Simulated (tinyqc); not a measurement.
Geometry alone against geometry with stress: oxidation of curved silicon (wires and holes): cylindrical Deal-Grove kinetics with stress-retarded reaction. Computed by tinyqc, a small Python program. Command: `OMP_NUM_THREADS=1 python tinyqc.py 3013940 3013941 out.jsonl wireox walk`. One thread of a shared host (Intel(R) Xeon(R) Processor @ 2.30GHz), about 0.01 s of CPU time with the checks.

Silicon fills r < a and oxide a < r < b. One volume of silicon gives 2.25 volumes of oxide, and the length is fixed.

Inputs (values chosen for the exercise, close to those used for silicon in steam): prefactor B0 = 418 um^2/h; activation energy E_B = 0.776 eV; prefactor (B/A)0 = 1.39e+08 um/h; activation energy E_A = 2.04 eV; starting silicon radius a0 = 21 nm; starting oxide x_i = 3 nm; viscosity prefactor eta0 = 2.4e-09 Pa s; viscosity energy E_eta = 5.68 eV; critical shear stress s_c = 96 MPa; activation volume V_k = 10 angstrom^3; temperature T = 800 C; time t = 0.27 h.

Shape: wire (convex).

Constants: k_B = 8.617333262e-05 eV/K.

Method:
- B = B0 exp(-E_B/(k_B T)), B/A = (B/A)0 exp(-E_A/(k_B T)), eta = eta0 exp(E_eta/(k_B T)); 1 um = 1000 nm.
- Temperatures in kelvin are T(C) + 273.15.
- Geometry: b^2 = b0^2 + 1.25 (a0^2 - a^2), b0 = a0 + x_i.
- Rate of oxide made per interface area: q = 1/[1/k + 2 a |ln(b/a)|/B], and |da/dt| = q/2.25. Reaction k = (B/A) exp(-sigma V_k/(k_B T)). New oxide pushes the old with radial speed u = 1.25 |da/dt| at r = a; the shear stress at radius r is s_c asinh(z a^2/r^2), z = 2 eta u/(a s_c) (Eyring flow), and the compressive normal stress at the interface is sigma = |int_a^b 2 s/r dr| = s_c |F(z) - F(z a^2/b^2)|, F(y) = int_0^y asinh(w)/w dw. q and sigma are solved together. 1 MPa angstrom^3 = 6.241509e-6 eV.
- Integrate da/dt adaptively (tolerance 1e-8); a wire counts as consumed at a = 0.5 nm and a hole as closed at b = 0.5 nm. Planar reference: x^2 + A x = B t + x_i^2 + A x_i, A = B/(B/A).
- A dash marks a stress-free run that has consumed the wire or closed the hole.

B = 94817.4 nm^2/h

B/A = 36.5317 nm/h

low-stress viscosity eta = 1.13474e+18 Pa s

k_B T = 0.0924769 eV

Oxide thickness (nm):
```
t (h)   planar  curved, no stress  curved, with stress  a (nm)  sigma (MPa)
0.0081   3.295              3.274                3.206  20.901        436.3
0.0270   3.984              3.906                3.669  20.678        497.8
0.0540   4.967              4.793                4.292  20.374        580.0
0.1080   6.930              6.515                5.420  19.811        728.0
0.1890   9.870              8.978                6.886  19.060        919.2
0.2700  12.804             11.315                8.147  18.393       1083.5
0.4050  17.678             14.965                9.926  17.421       1316.1
0.5400  22.535             18.349               11.413  16.580       1512.9
```

At 0.54 h the thickness is 0.814 of the planar value from geometry alone and 0.506 with stress. On a wire the new oxide spreads over a larger circumference, which thins it, while the oxidant converges on a smaller interface. Stress cuts the thickness far more than geometry changes it, the origin of self-limiting oxidation. Caution: rows with a normal stress above about 1.5 GPa lie beyond the range of a viscous flow law. Caution: elasticity of the oxide, stress-dependent diffusion and thin-oxide enhancement are left out.
